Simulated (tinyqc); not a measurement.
Inside a calculation. Method: Hubbard chain of 2 sites. Computed by tinyqc, a small Python program that keeps every step. Settings: hopping = 1.66, U = 10.0, mixing = 1, iteration cap = 79. Command: `OMP_NUM_THREADS=1 python tinyqc.py 25324 25325 out.jsonl` (the two numbers bound the seeds that draw the settings). One thread of a shared host (Intel(R) Xeon(R) Processor @ 2.60GHz), about 0.1 s of CPU time with the checks. Later iterations appear only in the table of the cycle.

## Mean-field iteration 1

one-body matrix (hopping and site energies) (eV), order 1, 2:
$$\begin{pmatrix}
0.000000 & -1.660000 \\
-1.660000 & 0.000000
\end{pmatrix}$$

U = 10.000000 eV

electrons, up and down: [1, 1]

mixing = 1

n(up) at the start (a guess, not normalised): 1 0.500000, 2 0.500000

n(down) at the start (a guess): 1 0.500000, 2 0.500000

H(up) = T + U n(down), H(down) = T + U n(up); fill the lowest levels; n(new) = n + mixing (n(out) - n); E = tr T (rho up + rho down) + U sum n_up n_down of the output.

levels, up (eV): [3.340000, 6.660000]

levels, down (eV): [3.340000, 6.660000]

energy = 1.680000 eV

n(up) after iteration 1: 1 0.500000, 2 0.500000

n(down) after iteration 1: 1 0.500000, 2 0.500000

## Convergence

Each step fills the lowest levels of T + U n(other spin) and sets n(new) = n + mixing (n(out) - n); stop when output and input agree to 1e-8.

Course of the cycle:
```
iteration      E (eV)  largest |n(out) - n(in)|  mean |n_up - n_down|
1          1.68000000                  1.11e-16              0.000000
```

local moments n_up - n_down: 1 0.000000, 2 0.000000

Converged in 1 iterations. But random starts reach -0.55112 eV, so this is another stationary point, not the lowest one. Reruns (cap 100 unless said): mixing 0.2: converged in 1 to a higher stationary point (E = 1.68000); mixing 0.5: converged in 1 to a higher stationary point (E = 1.68000); mixing 0.9: converged in 1 to a higher stationary point (E = 1.68000). Before convergence this energy mixes input and output and is not variational, so it may rise towards its limit.

## The many-body Hamiltonian

Basis: all placements (u, d, 2, 0 on each site), up operators ordered before down ones; hops carry the sign of the same-spin electrons passed.

H (eV), order 20, ud, du, 02:
$$\begin{pmatrix}
10.000000 & -1.660000 & -1.660000 & 0.000000 \\
-1.660000 & 0.000000 & 0.000000 & -1.660000 \\
-1.660000 & 0.000000 & 0.000000 & -1.660000 \\
0.000000 & -1.660000 & -1.660000 & 10.000000
\end{pmatrix}$$

## Exact diagonalisation (4 states)

Lowest levels of the sector, and the double occupancy of the lowest state.

lowest levels (eV): [-1.001866, 0.000000, 10.000000, 11.001866]

double occupancy per site = 0.041731

The mean-field solution above lies 2.6819 eV above the exact energy.
